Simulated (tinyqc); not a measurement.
The best anneal temperature for the time t: solubility, supersaturation, precipitation and gettering of an impurity in a silicon-like host. Computed by tinyqc, a small Python program. Command: `OMP_NUM_THREADS=1 python tinyqc.py 3007785 3007786 out.jsonl ripen walk`. One thread of a shared host (Intel(R) Xeon(R) Processor @ 2.30GHz), about 0.01 s of CPU time with the checks.

The wafer was saturated at T1 and is then held at T.

Inputs (values chosen for the exercise, modelled on cobalt in silicon):
```
quantity,value,unit
site density N0,5e+22,1/cm^3
enthalpy of solution H,2.82,eV
entropy of solution S,7.5,k_B
diffusion prefactor D0,0.0011,cm^2/s
migration energy Q,0.538,eV
temperature of saturation T1,1350,K
anneal temperature T,887,K
sink density n,9.5e+10,1/cm^3
initial sink radius r0,3.1,nm
impurity density in the precipitate C_p,4.1e+22,1/cm^3
interface energy gamma,0.32,J/m^2
anneal time t,3.4,s
```

Constants: k_B = 8.617333262e-05 eV/K; k_B = 1.380649e-23 J/K.

Method:
- C_eq(T) = N0 exp(S/k_B - H/(k_B T)); D(T) = D0 exp(-Q/(k_B T)); C0 = C_eq(T1). Supersaturation s = C0/C_eq(T); critical radius r* = 2 gamma/(C_p k_B T ln s); barrier W* = (4 pi/3) gamma r*^2. Strain energy is left out.
- r_f = [r0^3 + 3 (C0 - C_eq)/(4 pi n C_p)]^(1/3), tau_f = 1/(4 pi n r_f D).
- Growing sinks: with y = r/r_f and y0 = r0/r_f, dy/dt = (1 - y^3)/(3 tau_f y), which integrates to t/tau_f = F(y) - F(y0), F(y) = (1/2) ln[(1 + y + y^2)/(1 - y)^2] - sqrt(3) arctan[(2y + 1)/sqrt(3)]; the share of the excess left is (1 - y^3)/(1 - y0^3), and C(t) = C_eq + (C0 - C_eq) x share.

C0 = 2.68313e+15 1/cm^3

Dissolved share after t:
```
T (K),C_eq/C0,tau_f (s),C(t)/C0
608,1.4199e-13,37.882,0.95116
702,1.9155e-10,9.578,0.80384
810,9.5861e-08,2.926,0.42662
918,1.1114e-05,1.182,0.08598
1026,4.7371e-04,0.578,0.00482
1134,9.8800e-03,0.324,0.00992
1228,8.9971e-02,0.218,0.08997
1296,3.6421e-01,0.184,0.36421
```

The lowest dissolved share among these rows is 0.0048 at 1026 K. Above it solubility sets the floor; below it diffusion is too slow for this time. Solubility falls with H = 2.82 eV and diffusion with Q = 0.538 eV. Caution: the barrier to homogeneous nucleation is below 35 k_B T for these inputs, so new precipitates would form and outnumber the fixed sinks assumed here.

Extremes, crossings and ranges named in words are read from the listed rows.
